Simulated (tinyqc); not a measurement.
What the corrections do to the levels: formation energy of a charged point defect from supercell energies. Computed by tinyqc, a small Python program. Command: `OMP_NUM_THREADS=1 python tinyqc.py 3002477 3002478 out.jsonl formation walk`. One thread of a shared host (Intel(R) Xeon(R) Processor @ 2.30GHz), about 0.01 s of CPU time with the checks.

The host is a compound AB. Making the defect adds n_A = 1, n_B = -1 atoms to the cell. All total energies are inputs. E_F is counted from the valence-band maximum (VBM); x = 0 is A-rich and x = 1 B-rich growth.

Inputs (values chosen for the exercise, with gap and screening modelled on ZnO):
```
quantity,value,unit
gap E_g,3.39,eV
E_VBM of the host cell,5.103,eV
potential alignment dV,0.12,eV
dielectric constant eps,8.47,-
cell length L,11.3,angstrom
mu_A of the pure element,-5.582,eV
mu_B of the pure element,-7.472,eV
formation enthalpy dH of AB,-1.63,eV
growth condition x,0.95,-
```

Defect: A on a B site. Supercell lattice: bcc.

charge states q: [1, 0, -1, -2]

E(defect, q) - E(host), in the order of q (eV): [-1.431, 4.572, 9.975, 15.856]

Constants: e^2/(4 pi eps_0) = 14.39964548 eV angstrom.

Method:
- dmu_A = x dH and dmu_B = (1 - x) dH, so that dmu_A + dmu_B = dH; mu = mu(element) + dmu.
- The reservoir term is sum n_i mu_i.
- Image-charge correction of a point charge in a neutralising background: E_corr = q^2 alpha e^2/(4 pi eps_0) / (2 eps L), alpha = 2.888462 for a bcc array with L the cube root of the volume.
- E_f(q, E_F) = [E(defect, q) - E(host)] - sum n_i mu_i + q (E_VBM + dV + E_F) + E_corr(q).
- Levels eps(q/q-1) with the terms q dV and E_corr left out or kept.

E_f(q, 0) (eV): (q=+1) 3.58628, (q=0) 4.14900, (q=-1) 4.54628, (q=-2) 5.85613

E_corr (eV): (q=+1) 0.217283, (q=0) 0.000000, (q=-1) 0.217283, (q=-2) 0.869134

Levels above the VBM (eV):
```
level,raw,with alignment,with image charge,with both
(+1/0),0.90000,0.78000,0.6827,0.5627
(0/-1),0.30000,0.18000,0.5173,0.3973
(-1/-2),0.77800,0.65800,1.4299,1.3099
```

What follows from these numbers?

Alignment moves every level by -dV = -0.120 eV. The image term moves eps(q/q-1) by (1 - 2q) E_corr(1): (+1/0) by -0.217, (0/-1) by +0.217, (-1/-2) by +0.652 eV, donor levels down and acceptor levels up. It adds 2 E_corr(1) = 0.435 eV to every U. Caution: the largest image-charge correction in these energies, q^2 alpha e^2/(8 pi eps_0 eps L) with alpha = 2.888462, exceeds a quarter of the gap; the point-charge term alone is then a rough estimate, usually too large for a charge that is spread out.

Extremes, crossings and ranges named in words are read from the listed rows.
